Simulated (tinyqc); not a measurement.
## p-type polysilicon, carrier trapping at grain boundaries: effect of the doping

One-dimensional grains of size Lg, uniform ionised doping N, monovalent traps Qt at each boundary at a depth Et below (for electrons) or above (for holes) the band edge there, abrupt depletion of width W on each side of a boundary, Boltzmann statistics. xi is the distance from the band edge at the grain centre to the Fermi level. Trapped charge Qt/(1 + exp((xi + VB - Et)/Vt)) = 2 N W, barrier VB = q N W^2/(2 eps0 eps_r).

If the trap equation with xi = Vt ln(NB/N) has a root W < Lg/2, the grain is partly depleted; otherwise W = Lg/2 and the trap equation gives xi = Et - VB + Vt ln(Qt/(N Lg) - 1). N* = Qt/Lg. n0 = NB exp(-xi/Vt); mean density n0 (1 - 2 W/Lg) by charge balance in a partly depleted grain, and n0 (sqrt(pi)/2) erf(u)/u with u = sqrt(VB/Vt) in a fully depleted one; v = sqrt(kB T/(2 pi ms m0)); barrier resistivity Vt exp(VB/Vt)/(q fe n0 v Lg); grain resistivity (1 - 2 W/Lg)/(q n0 mug); effective mobility 1/(q mean density total resistivity). Rows with xi above 0.45 V, towards mid-gap, are left out, since the other carrier type is ignored.

Parameters, values chosen for the exercise; values of the order met in polycrystalline silicon: temperature T = 300 K; relative permittivity eps_r = 11.7; valence-band density of states at T NB = 2.65e19 cm^-3; grain size Lg = 280 nm; trap density of a grain boundary Qt = 6.9e11 cm^-2; depth of the trap level from the majority band edge at the boundary Et = 0.39 eV; mass for thermionic emission ms = 0.57 m0; correction factor of the emission rate fe = 0.5; mobility inside the grains mug = 68 cm^2/(V s).

Constants: q = 1.602176634e-19 C, kB = 1.380649e-23 J/K, m0 = 9.1093837015e-31 kg, Vt = kB T/q, eps0 = 8.8541878128e-14 F/cm where lengths are in cm. Results are converted to the units shown.

Effect of the doping:
```
N (cm^-3)	N/N*	depleted share 2 W/Lg	VB (V)	xi (V)	mean density (cm^-3)	resistivity (ohm cm)	effective mobility (cm^2/(V s))
1.2e15	0.04870	1.000	0.01819	0.4487	6.216e11	8494	1182
2.6e15	0.1055	1.000	0.03941	0.4059	2.659e12	3686	636.9
5.4e15	0.2191	1.000	0.08185	0.3410	2.436e13	1549	165.4
1.1e16	0.4464	1.000	0.1667	0.2288	1.323e15	539.3	8.750
2.4e16	0.9739	0.7172	0.1871	0.1811	6.786e15	188.7	4.874
5.1e16	2.070	0.4528	0.1585	0.1617	2.791e16	30.15	7.418
1.1e17	4.464	0.2236	0.08339	0.1418	8.540e16	1.388	52.66
2.2e17	8.928	0.1120	0.04182	0.1239	1.954e17	0.4446	71.86
4.7e17	19.07	0.05243	0.01958	0.1042	4.454e17	0.1997	70.17
9.9e17	40.17	0.02489	0.009297	0.08498	9.654e17	0.09509	68.00
```

As N goes from 1.2e15 to 9.9e17, VB goes from 0.0182 through a maximum of 0.187 (at N = 2.4e16 among the rows listed) to 0.00930 V, the resistivity falls from 8490 to 0.0951 ohm cm and the effective mobility moves up and down between 4.87 and 1180 cm^2/(V s). The steepest fall of the resistivity among the rows, as N^(-4.0), lies between N = 5.1e16 and 1.1e17 cm^-3; N* = 2.46e16 cm^-3. While the grain is fully depleted VB grows as N; once the traps are full it falls as 1/N. For N = 1.2e15, 4.7e17, 9.9e17 VB is below Vt, where abrupt depletion and thermionic emission are rough. For N = 1.1e16, 2.4e16 the grain is near the changeover between partial and full depletion, within a few Debye lengths, where both limits are rough. For N = 1.2e15, 2.6e15, 5.4e15, 2.2e17, 4.7e17 the effective mobility exceeds mug, since drift through the depleted part of the grain is left out.

Program tinyqc, `OMP_NUM_THREADS=1 python tinyqc.py 2830033 2830034 out.jsonl`; Intel Xeon 2.30GHz, shared host, one thread, about 0.01 s.
